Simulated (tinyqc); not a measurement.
Thin (001) film in sp3s* tight binding with raised dangling bonds: sweeps and comparisons. A value that a table varies takes the place of the one given here.

Planes alternate anion (a), cation (c) along [001], a/4 apart, starting with an anion; zero in-plane momentum; levels counted from the bulk Ev, the lower root of [[Epa, Vxx], [Vxx, Epc]]; no spin-orbit coupling. Block of s, pz, s*: from an anion to the cation above, Vss/2 (s,s), Vsapc/2 (s,z), -Vscpa/2 (z,s), Vxx/2 (z,z), Vxapc/2 (s*,z), -Vpaxc/2 (z,s*); to the cation below the same with the s-z and s*-z signs reversed. Block of u = (px + py)/sqrt2 and v = (px - py)/sqrt2: to the cation above (Vxx + Vxy)/2 for u and (Vxx - Vxy)/2 for v, to the cation below the reverse. Each surface atom has two dangling sp3 hybrids; raising both by dl adds (dl/2) [[1, t], [t, 1]] to its s, pz levels (t = -1 at the bottom face, +1 at the top) and dl to the one of u, v in whose plane the missing bonds lie (v for a bottom anion or a top cation, u for a top anion).

Values chosen for the exercise (near a published set for Si, fitted to gaps, whose masses and valley positions are rough; the results hold for these values, not for the real material):
- p = (-4.216, 1.721, -4.216, 1.721, 6.66, 6.66, -8.324, 1.71, 4.56, 5.715, 5.715, 5.39, 5.39) eV (order Esa, Epa, Esc, Epc, Exa, Exc, Vss, Vxx, Vxy, Vsapc, Vscpa, Vxapc, Vpaxc)
- Nw = 24 (planes in the thicker film)
- a = 5.427 angstrom (lattice constant)
- dp = 30 eV (value of dl for the passivated films)
- Ns = (7, 10, 14, 18, 28, 30, 51, 71) (numbers of planes)
- N0 = 22 (first number of planes)

## States in the gap of a film

edges (eV): Gamma 3.42000, Delta 1.13007

Levels between 0 and the lower bulk edge, the largest weight on the two outer planes of both faces among them, and the nearest levels outside, for several shifts dl.

Film of Nw planes:
```
dl (eV)  levels in the gap       at (eV)  surface weight  next above (eV)  next below (eV)
0                        2  0.255, 0.292            0.72           1.1734          -0.0661
1                        2  0.725, 0.734            0.81           1.1736          -0.0661
2                        0             -               -           1.1302          -0.0661
3                        0             -               -           1.1674          -0.0661
5                        0             -               -           1.1729          -0.0661
10                       0             -               -           1.1731          -0.0661
30                       0             -               -           1.1732          -0.0661
100                      0             -               -           1.1732          -0.0661
```

Can the levels of the bare film be read as confined subbands?

No: with bare surfaces (dl = 0) 2 levels lie in the bulk gap, with up to 72 % of the weight on the four outer planes, two a face, where an even spread gives 17 %; these are dangling-bond states, not subbands. The reruns show the bulk gap clear from dl = 2 eV on, and at dl = 30 eV the next level above lies 0.0 meV from its value at 100 eV. At dl = 2 eV the next level above is more than 20 meV from its value at 100 eV, so the surface still acts on it.

## Gap against thickness

Passivated films (finite dp, so levels can still be some meV from their limit), thickness N a/4. Highest level below mid-gap (either block) and the two lowest above it. The exponents are -d ln(shift)/d ln N between the sixth and the last film, for the valence level and for the mean of the two conduction levels.

Levels (eV):
```
N   thickness (angstrom)      Ev1     Ec1     Ec2     gap
7                   9.50  -0.5193  1.5444  1.5563  2.0637
10                 13.57  -0.2612  1.3508  1.3613  1.6121
14                 18.99  -0.1590  1.2427  1.2636  1.4017
18                 24.42  -0.1068  1.2064  1.2068  1.3132
28                 37.99  -0.0507  1.1617  1.1643  1.2124
30                 40.70  -0.0449  1.1578  1.1600  1.2027
51                 69.19  -0.0179  1.1403  1.1404  1.1582
71                 96.33  -0.0095  1.1353  1.1355  1.1448
```

exponents: valence 1.80, conduction 1.96

The gap is 2.064 eV at 9.5 angstrom and 1.145 eV at 96.3, against 1.130 eV in the bulk along this line. At 18 planes the conduction side gives 76 meV of the widening and the valence side 107 meV. A hard-walled parabolic band has exponent 2; departures come from the offset between N a/4 and the effective width, from non-parabolicity and from the termination (odd and even N end differently: in the direction of the bond rows at the two faces and, in a compound, in the kind of atom), which also makes single steps in N uneven. Ec1 and Ec2 are the doublet of the two Delta valleys along the normal.

## Valley splitting plane by plane

kz of the minimum = 0.73260 2 pi/a

Ten passivated films from N0 planes on; the phase is N pi k0/2 modulo pi, k0 the position of the bulk minimum.

Lowest doublet:
```
N   phase/pi  mean shift (meV)  splitting (meV)
22     0.059             52.43            5.750
23     0.425             48.08            2.760
24     0.791             44.32            2.477
25     0.158             41.03            3.977
26     0.524             37.99            0.930
27     0.890             35.36            2.501
28     0.256             32.98            2.591
29     0.623             30.78            0.123
30     0.989             28.86            2.213
31     0.355             27.07            1.540
```

The splitting ranges from 0.12 meV (N = 29) to 5.75 meV (N = 22), while the mean shift goes from 52 to 27 meV and falls steadily. The splitting changes direction 6 times in these ten films, and one plane more changes it by up to 3.05 meV: it hangs on the phase between the two faces, which is why atomic steps matter.

## What each change does

A film of Nw planes with shift dp: highest level below mid-gap (half the lower bulk edge) and the two lowest above. Each row changes one parameter from the base and keeps the others.

Results:
```
case        Ev1 (eV)  Ec1 (eV)  Ec2 (eV)
base         -0.0661    1.1732    1.1756
Nw = 25      -0.0668    1.1691    1.1731
dp = 15 eV   -0.0661    1.1731    1.1752
```

The largest shifts from the base row, up to three for each result and ties (the steps differ in size, so this ranks the rows, not the parameters). Ev1 (eV): Nw -0.0007; unchanged at the printed digits by dp. Ec1 (eV): Nw -0.0040, dp -0.0000. Ec2 (eV): Nw -0.0025, dp -0.0004. An odd change of Nw also changes which atoms end the film, so levels need not move as thickness alone would move them; the row for dp shows how far the passivation is from converged.

tinyqc: `OMP_NUM_THREADS=1 python tinyqc.py 1451844 1451845 out.jsonl`; about 0.4 s, one thread, shared Intel(R) Xeon(R) Processor @ 2.30GHz.
